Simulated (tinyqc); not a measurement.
Trench capacitor in an array: capacitance, non-linearity, leakage and relaxation: two steps of the calculation.

A film between two metal electrodes, each interface adding a series capacitance ci. The small-signal permittivity is ek (1 + aq E^2); the field is found with the linear permittivity. Leakage J = J0 sinh(E/Ef). After a voltage step the film passes a relaxation current kr C V tt^(-nr), tt being the time in seconds. The sidewall is a coaxial capacitor with radii a = dm/2 - t and b = dm/2, depth AR dm; the end face is left out.

Values chosen for this exercise; permittivity of the order of that of strontium titanate:
```
symbol,value,unit,meaning
ek,153,,relative permittivity of the film
t,16,nm,film thickness
ci,1000,uF/cm^2,capacitance of each electrode interface (dead layer and screening)
aq,-0.036,cm^2/MV^2,quadratic field coefficient of the permittivity
V,1.1,V,bias
J0,4.9e-10,A/cm^2,leakage prefactor
Ef,0.18,MV/cm,field for an e-fold rise of the leakage
dm,77,nm,diameter of the hole
AR,30,,"aspect ratio, depth over diameter"
pt,160,nm,pitch of the square array
rho,110,uohm cm,resistivity of the inner electrode
```

Constants: eps0 = 8.8541878128e-14 F/cm where lengths are in cm. Results are converted to the units shown.

Task 1. Planar capacitance, field and non-linearity. Planar film: Cf = eps0 ek/t, 1/C = 1/Cf + 2/ci, EOT = 3.9 eps0/C, effective permittivity C t/eps0, E = (V/t) C/Cf; quadratic coefficient [C(V)/C - 1]/V^2 with Cf (1 + aq E^2) in C(V).

Find: Cf; C; EOT; effective permittivity; E; quadratic coefficient; J.

Result 1.

Cf = 8.4668 uF/cm^2
C = 8.3258 uF/cm^2
EOT = 0.41475 nm
effective permittivity = 150.45
E = 0.67605 MV/cm
quadratic coefficient = -13375 ppm/V^2
J = 1.0473e-8 A/cm^2

The interfaces take 1.67 % of the voltage.

Task 2. Cell capacitance, fields and time constant. Per length 1/c = ln(b/a)/(2 pi eps0 ek) + (1/a + 1/b)/(2 pi ci); cell capacitance c AR dm; per footprint over pt^2; fields c V/(2 pi eps0 ek r) at r = a and b; resistance of the inner electrode rho AR dm/(pi a^2); time constant R C/3 of the distributed line.

Give: a; b; cell capacitance; capacitance per footprint; field at a; field at b; R; R C/3.

Result 2.

a = 22.500 nm
b = 38.500 nm
cell capacitance = 35.966 fF
capacitance per footprint = 140.49 uF/cm^2
field at a = 0.89428 MV/cm
field at b = 0.52263 MV/cm
R = 1.5977 kohm
R C/3 = 19.154 ps

The array gives 16.9 times the planar capacitance per footprint; curvature makes the field at the inner electrode 1.32 times the planar value.

Computed by the program tinyqc: `OMP_NUM_THREADS=1 python tinyqc.py 2102015 2102016 out.jsonl`, one thread of a shared Intel Xeon 2.30GHz, about 0.01 s for the whole run.
